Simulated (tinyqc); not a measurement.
Two-band massive Dirac model of the K valleys: one step. Curvature, orbital moment and circular dichroism. Three cases, with inputs chosen for the exercise.

Problem. Omega_c from the formula; orbital moment of both bands m = -tau (a t)^2 G/(c (G^2 + 4 a^2 t^2 k^2)) in Bohr magnetons (charge -e), c = hbar^2/2m0; interband strengths |P+/-|^2 proportional to (1 +/- tau cos(theta))^2 for P+/- = Px +/- i Py, and eta = (|P+|^2 - |P-|^2)/(|P+|^2 + |P-|^2) = 2 tau cos(theta)/(1 + cos^2(theta)).

Basis (conduction, valence): H = [[D/2, a t (tau kx - i ky)], [a t (tau kx + i ky), -D/2 + lam tau sz]], valley tau = +/-1, spin sz = +/-1. The gap of a spin and valley is G = D - lam tau sz. Berry curvature Omega = curl of i<u|grad u>; for the conduction band Omega_c = -tau 2 a^2 t^2 G/(G^2 + 4 a^2 t^2 k^2)^(3/2), and Omega_v = -Omega_c.

Constants: hbar^2/2m0 = 3.80998211 eV angstrom^2.

Give: Omega_c; orbital moment; eta.

Case 1.

Values chosen (near those used for monolayer WS2; shifted at random, so the results belong to these values and not to a real crystal): a = 3.197 angstrom (lattice constant); D = 1.72 eV (gap parameter); t = 1.44 eV (effective hopping); lam = 0.197 eV (half the valence spin splitting); tau = 1 (valley); sz = -1 (spin); k = (-0.021, 0.056) 1/angstrom (wave vector from the valley).

cos(theta) = G/(E+ - E-) = 0.961131

Solution.

Omega_c = -10.241 angstrom^2
orbital moment = -2.681 muB
eta = 0.9992

All three change sign with the valley. The selection rule, exact at k = 0, still holds to 99.9 % here.

Case 2.

Values chosen (near those used for monolayer WS2; shifted at random, so the results belong to these values and not to a real crystal): a = 3.201 angstrom (lattice constant); D = 1.89 eV (gap parameter); t = 1.26 eV (effective hopping); lam = 0.208 eV (half the valence spin splitting); tau = -1 (valley); sz = 1 (spin); k = (0.05, 0.074) 1/angstrom (wave vector from the valley).

cos(theta) = G/(E+ - E-) = 0.945795

Solution.

Omega_c = 6.253 angstrom^2
orbital moment = 1.820 muB
eta = -0.9984

All three change sign with the valley. The selection rule, exact at k = 0, still holds to 99.8 % here.

Case 3.

Values chosen (near those used for monolayer WS2; shifted at random, so the results belong to these values and not to a real crystal): a = 3.188 angstrom (lattice constant); D = 1.65 eV (gap parameter); t = 1.34 eV (effective hopping); lam = 0.189 eV (half the valence spin splitting); tau = 1 (valley); sz = 1 (spin); k = (0.107, 0.036) 1/angstrom (wave vector from the valley).

cos(theta) = G/(E+ - E-) = 0.834534

Solution.

Omega_c = -9.938 angstrom^2
orbital moment = -2.283 muB
eta = 0.9839

All three change sign with the valley. The selection rule, exact at k = 0, still holds to 98.4 % here.

Computed by tinyqc, one run a case: `OMP_NUM_THREADS=1 python tinyqc.py N N+1 out.jsonl` with N = 1451559, 1451743, 1451905; one thread of a shared Intel(R) Xeon(R) Processor @ 2.30GHz, about 0.01 s a run at most.
